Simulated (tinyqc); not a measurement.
Comparisons within one model: smearing for a one-band metal on the square lattice. A value that a table varies takes the place of the one given here.

Lattice vectors (units of a): a1 = (1, 0), a2 = (0, 1). E(k) = -t A_1(k) - t2 A_2(k), A_m the sum of cos(k . R) over the 4 nearest and 4 second lattice vectors. Mesh k = sum (j_i/N) b_i, j_i = 0 .. N-1.

With x = (E_k - mu)/sigma: Fermi-Dirac f = 1/(1 + exp(x)), s = -f ln f - (1 - f) ln(1 - f); Gaussian f = erfc(x)/2, s = exp(-x^2)/(2 sqrt(pi)); Methfessel-Paxton (first order) f = erfc(x)/2 - x exp(-x^2)/(2 sqrt(pi)), s = (1 - 2 x^2) exp(-x^2)/(4 sqrt(pi)); cold (Marzari-Vanderbilt) with y = x + 1/sqrt(2), f = erfc(y)/2 + exp(-y^2)/sqrt(2 pi), s = y exp(-y^2)/sqrt(2 pi). With weights w = points/N^d (d the dimension), mu solves 2 sum w f = ne; E = 2 sum w f E_k, S = 2 sum w s, F = E - sigma S.

With x = (E_k - mu)/sigma: Gaussian f = erfc(x)/2, s = exp(-x^2)/(2 sqrt(pi)); Methfessel-Paxton (first order) f = erfc(x)/2 - x exp(-x^2)/(2 sqrt(pi)), s = (1 - 2 x^2) exp(-x^2)/(4 sqrt(pi)). With weights w = points/N^d (d the dimension), mu solves 2 sum w f = ne; E = 2 sum w f E_k, S = 2 sum w s, F = E - sigma S.

With x = (E_k - mu)/sigma: Fermi-Dirac f = 1/(1 + exp(x)), s = -f ln f - (1 - f) ln(1 - f). With weights w = points/N^d (d the dimension), mu solves 2 sum w f = ne; E = 2 sum w f E_k, S = 2 sum w s, F = E - sigma S.

Values chosen for the exercise:

| symbol | value | unit | meaning |
|---|---|---|---|
| t | 0.68 | eV | nearest hopping |
| t2 | -0.08 | eV | second hopping |
| ne | 0.4 |  | electrons per cell |
| N | 8 |  | unshifted mesh |
| sigma | 0.068 | eV | width |

## Error of each scheme against the width

All on the dense mesh N = 200. The reference is F of first-order Methfessel-Paxton smearing with sigma = 0.05 t on the mesh N = 200; it moves by 0.00 meV on the mesh N = 250, so errors below a few times that are not resolved.

Errors (meV per cell):

| sigma (eV) | FD F | FD (E+F)/2 | Gauss F | Gauss (E+F)/2 | MP F | cold F |
|---|---|---|---|---|---|---|
| 0.068 | -3.07 | 0.01 | -0.47 | 0.00 | 0.00 | -0.01 |
| 0.102 | -6.93 | 0.04 | -1.05 | 0.00 | 0.00 | -0.02 |
| 0.136 | -12.37 | 0.12 | -1.87 | 0.00 | 0.00 | -0.04 |
| 0.204 | -28.12 | 0.38 | -4.20 | 0.01 | 0.01 | -0.13 |
| 0.272 | -50.27 | 0.13 | -7.48 | 0.02 | 0.03 | -0.29 |
| 0.408 | -111.41 | -5.14 | -16.90 | 0.15 | 0.20 | -0.93 |
| 0.544 | -190.03 | -18.92 | -30.26 | 0.48 | 0.71 | -2.37 |

reference = -0.71864 eV

What does this show?

Doubling sigma from 0.136 to 0.272 eV multiplies the error of F by 4.1 (Fermi-Dirac) and 4.0 (Gaussian); a pure sigma^2 term would give 4. At the smallest width Fermi-Dirac errs 6.6 times as much as Gaussian, against 2 pi^2/3 = 6.6 for the ratio of the sigma^2 terms at equal sigma. At the largest width the sizes of the errors rank Gauss (E+F)/2 0.5, MP F 0.7, cold F 2.4, FD (E+F)/2 18.9, Gauss F 30.3, FD F 190.0 meV; the reference is good to about 0.01 meV.

## Mesh against width

Gaussian smearing, (E + F)/2. The reference is F of first-order Methfessel-Paxton smearing with sigma = 0.05 t on the mesh N = 200; it moves by 0.00 meV on the mesh N = 250, so errors below a few times that are not resolved.

Errors (meV per cell):

| N | sigma = 0.05 t | sigma = 0.15 t | sigma = 0.4 t |
|---|---|---|---|
| 4 | 42.26 | 37.50 | 25.60 |
| 8 | -0.36 | -0.67 | 1.35 |
| 12 | 3.55 | 3.80 | 1.32 |
| 16 | 0.72 | 0.48 | -0.02 |
| 24 | 0.43 | 0.25 | 0.02 |
| 48 | 0.04 | 0.00 | 0.02 |

reference = -0.71864 eV

What does this show, and why?

First N from which the value stays within 2 meV of its last entry (which need not be the best one): 16 for sigma = 0.05 t, 16 for sigma = 0.15 t, 8 for sigma = 0.4 t. At the last mesh the errors are +0.04, 0.00 and +0.02 meV. The widest smearing converges sooner with the mesh than the narrowest; a level at which its last entries rest, if any, is its bias. The smallest error belongs to 0.05 t on 1, 0.15 t on 1, 0.4 t on 4 of the 6 meshes.

## What moves the results of Fermi-Dirac smearing

All sums formed anew. Each row changes one parameter from the base and keeps the others.

Results:

| case | mu (eV) | E (eV) | S | F (eV) |
|---|---|---|---|---|
| base | -1.2106 | -0.7163 | 0.0705 | -0.7211 |
| N = 16 | -1.2638 | -0.7153 | 0.0938 | -0.7217 |
| sigma = 0.136 eV | -1.2325 | -0.7045 | 0.1892 | -0.7302 |
| ne = 0.5 | -0.9963 | -0.8171 | 0.1727 | -0.8288 |
| t2 = -0.012 eV | -1.2106 | -0.7659 | 0.0700 | -0.7706 |
| t = 0.748 eV | -1.3336 | -0.7947 | 0.0578 | -0.7986 |

What can be read from the table?

The largest shifts from the base row, up to three for each result and ties (the steps differ in size, so this ranks the rows, not the parameters). mu (eV): ne +0.2143, t -0.1230, N -0.0532; unchanged at the printed digits by t2. E (eV): ne -0.1008, t -0.0784, t2 -0.0496. S: sigma +0.1188, ne +0.1022, N +0.0233. F (eV): ne -0.1077, t -0.0775, t2 -0.0495.

tinyqc: `OMP_NUM_THREADS=1 python tinyqc.py 1681751 1681752 out.jsonl`; about 0.08 s, one thread, shared Intel(R) Xeon(R) Processor @ 2.30GHz.
